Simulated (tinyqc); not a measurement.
Enthalpies against pressure: pressure-driven transition between two phases with analytic equations of state. Computed by tinyqc, a small Python program. Command: `OMP_NUM_THREADS=1 python tinyqc.py 3025329 3025330 out.jsonl transition walk`. One thread of a shared host (Intel(R) Xeon(R) Processor @ 2.30GHz), about 0.05 s of CPU time with the checks.

Each phase obeys E = E0 + (9 V0 B0/16) [y^3 B' + y^2 (2 - 4 y)], y = (V0/V)^(2/3) - 1; P = (3 B0/2) (x^7 - x^5) [1 + (3/4)(B' - 4)(x^2 - 1)], x = (V0/V)^(1/3); E0 = 0 for phase 1 and Delta E0 for phase 2. H = E + P V.

Inputs (values chosen for the exercise, for two model phases):
```
quantity                                   value             unit
volume V0 of phase 1                        17.3  angstrom^3/atom
B0 of phase 1                                108              GPa
B' of phase 1                                  4                -
volume V0 of phase 2                        14.6  angstrom^3/atom
B0 of phase 2                                160              GPa
B' of phase 2                               4.78                -
energy of phase 2 above phase 1, Delta E0   0.23          eV/atom
```

Equation of state: Birch-Murnaghan.

Constants: 1 eV/angstrom^3 = 160.2176634 GPa.

Method. Start from P = Delta E0/(V0 of phase 1 - V0 of phase 2); at each P solve P(V) = P for both phases and step P(new) = P - (H_2 - H_1)/(V_2 - V_1); stop when |H_2 - H_1| < 1e-10 eV. At the zero-temperature transition the volume change is V_2/V_1 - 1 and the work is P (V_1 - V_2). For each P solve P(V) = P in both phases.

transition pressure = 16.2420 GPa

V_1 at the transition = 15.3652 angstrom^3

V_2 at the transition = 13.4348 angstrom^3

Both phases:
```
P (GPa)  V_1 (angstrom^3)  V_2 (angstrom^3)  H_2 - H_1 (meV/atom)   stable
0.0                17.300            14.600                230.00  phase 1
4.1                16.699            14.251                164.26  phase 1
8.1                16.199            13.952                105.73  phase 1
12.0               15.774            13.691                 53.08  phase 1
15.0               15.480            13.507                 15.13  phase 1
18.0               15.210            13.336                -20.87  phase 2
21.0               14.960            13.176                -55.09  phase 2
26.0               14.582            12.930               -108.64  phase 2
```

What follows from these numbers?

H_2 - H_1 changes with slope V_2 - V_1, from -2.700 to -1.651 angstrom^3 per atom over the table, and passes zero at 16.24 GPa. An error of 10 meV per atom in Delta E0 moves the transition by about 0.83 GPa.
